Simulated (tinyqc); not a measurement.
Probe couplings from its potential.

Question. One voltage probe p sits between leads L (mu = 1) and R (mu = 0) without magnetic field: mu_p = T_pL/(T_pL + T_pR), T_eff = T_RL + T_pL T_pR/(T_pL + T_pR). Find T_pL and T_pR.

T_RL = 0.5
mu_p = 0.15686275
T_eff = 0.56745098

Answer. T_eff - T_RL equals T_pL (1 - mu_p) and also T_pR mu_p.

T_pL = 0.0800
T_pR = 0.430

Computed by the program tinyqc: `OMP_NUM_THREADS=1 python tinyqc.py 2700037 2700038 out.jsonl`, one thread of a shared Intel Xeon 2.30GHz, about 0.01 s for the whole run.
